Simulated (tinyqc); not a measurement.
## Read current of a NAND string, cells in series solved by shooting: effect of the read voltage on the selected word line

Cells in series, numbered from 0 at the source line (0 V) to the bit line, each followed by a gap resistance Rg. A cell with gate Vg, threshold VT, source Vs and drain Vd passes I = 2 nf K Vt^2 [F(Vs) - F(Vd)]/(1 + th max(Vg - VT, 0)), F(V) = ln^2(1 + exp((Vg - VT - nf V)/(2 nf Vt))). The selected cell has Vg = Vr, the others Vg = Vp.

For a trial current I start at 0 V and, cell by cell, solve for the drain: sqrt(F(Vd)) = sqrt(F(Vs) - I/k), k = 2 nf K Vt^2/(1 + th max(Vg - VT, 0)), Vd = [Vg - VT - 2 nf Vt ln(exp(sqrt F) - 1)]/nf, then add I Rg. The string current is the I for which the last node reaches Vbl. The apparent threshold is the Vr at which I = Is. Background: all other cells erased (VT = Ve) or all in the highest state (VT = Vh); ratio and shift are high over erased and high minus erased. The string has 32 cells and the selected one is cell 16.

Parameters, values chosen for the exercise; values of the order met in vertical NAND strings: temperature T = 300 K; gain factor of a cell K = 5.9 uA/V^2; slope factor nf = 1.5; mobility reduction factor th = 0.08 1/V; resistance of the gap between cells Rg = 1.6 kohm; bit-line voltage Vbl = 0.3 V; pass voltage Vp = 6.2 V; threshold of an erased cell Ve = -1.8 V; threshold of the highest state Vh = 4.4 V; threshold of the selected cell Vx = 2.2 V; sensing current Is = 50 nA.

Constants: q = 1.602176634e-19 C, kB = 1.380649e-23 J/K, Vt = kB T/q. Results are converted to the units shown.

The same in every row: apparent VT, erased (V) = 2.394; apparent VT, high (V) = 2.498; background shift (mV) = 103.5.

Results:
```
Vr (V)  I, others erased (uA)  I, others high (uA)   ratio
1.9                  5.059e-6             5.058e-6  0.9998
2.3                   0.02136              0.01539  0.7207
2.7                    0.1650              0.06662  0.4038
3.1                    0.2098              0.07255  0.3458
3.9                    0.2325              0.07503  0.3227
4.3                    0.2371              0.07550  0.3184
4.7                    0.2402              0.07581  0.3156
```

Estimate the missing row, Vr = 3.5 V.

Computed row:
```
Vr (V)  I, others erased (uA)  I, others high (uA)   ratio
3.5                    0.2249              0.07423  0.3301
```

With this row back in the table: As Vr goes from 1.9 to 4.7 V, the current with erased neighbours rises from 5.06e-6 to 0.240 uA, that with high neighbours rises from 5.06e-6 to 0.0758 uA and the ratio falls from 1.00 to 0.316. The apparent thresholds do not depend on Vr.

tinyqc, about 0.3 s, one thread, Intel Xeon 2.30GHz (shared host): `OMP_NUM_THREADS=1 python tinyqc.py 2142059 2142060 out.jsonl`
